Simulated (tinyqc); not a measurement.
# Worked calculation: signal and retention of a DRAM cell

Program tinyqc, `OMP_NUM_THREADS=1 python tinyqc.py 2130116 2130117 out.jsonl`; Intel Xeon 2.30GHz, shared host, one thread, about 0.01 s. Printed values are rounded.

A stored one starts at Vd and leaks: Cs dV/dt = -I(V), I = a sqrt((V + Vb)/(Vd + Vb)) + b, with a = Ig exp[-(Eg1 q/kB)(1/T - 1/T0)] (generation in a depletion layer) and b = Is exp[-(Es q/kB)(1/T - 1/T0)]. The bit line is precharged to Vd/2, and charge sharing gives the signal (V - Vd/2) Cs/(Cs + Cb).

Values chosen for this exercise:
- Vd = 1.1 V (array voltage)
- Cs = 17 fF (cell capacitance)
- Cb = 110 fF (bit-line capacitance)
- dm = 66 mV (smallest signal that the sense amplifier resolves)
- Vb = 1.18 V (built-in plus back-bias voltage of the storage junction)
- Ig = 1.2 fA (junction leakage at V = Vd and T0)
- Is = 0.48 fA (voltage-independent leakage at T0)
- Es = 0.42 eV (activation energy of Is)
- T0 = 358 K (reference temperature)
- T = 378 K (temperature)
- sg = 0.53 (deviation of ln(retention time) over the cells)
- Nc = 1.72e10 (cells)
- tr = 64 ms (refresh interval)
- Eg1 = 0.63 eV (activation energy of Ig)

Constants: q = 1.602176634e-19 C, kB = 1.380649e-23 J/K. Results are converted to the units shown.

Range of the model: Real arrays also hold a tail of unusually leaky cells and cells whose retention varies in time, which this model lacks.

## Signal and margin

The cell fails below Vc = Vd/2 + dm (Cs + Cb)/Cs.

transfer ratio = 0.1338583
signal of a fresh one = 73.62205 mV
Vc = 1.043059 V
charge that may be lost = 0.968 fC
the same in electrons = 6041.781

## Retention time

With s = sqrt((Vc + Vb)/(Vd + Vb)), the time from Vd to Vc is t = [2 Cs (Vd + Vb)/a] [1 - s - (b/a) ln((a + b)/(a s + b))].

a = 3.535366 fA
b = 0.9864535 fA
retention time = 0.2151294 s
estimate with the current held at a + b = 0.2140731 s

The constant-current estimate is 0.49 % below the true time, since the junction leaks less as V falls.

## Failing cells

This time is the median of a log-normal spread: failing cells = Nc erfc(z/sqrt 2)/2, z = ln(t/tr)/sg. One failure is expected at the interval where that count equals 1.

z = 2.287466
failing cells = 1.906505e8
interval for one failure = 7.070000 ms

The weakest cell of the array lies about 6.44 deviations out, a factor of 30.4 below the median; the chosen interval is longer than that time.
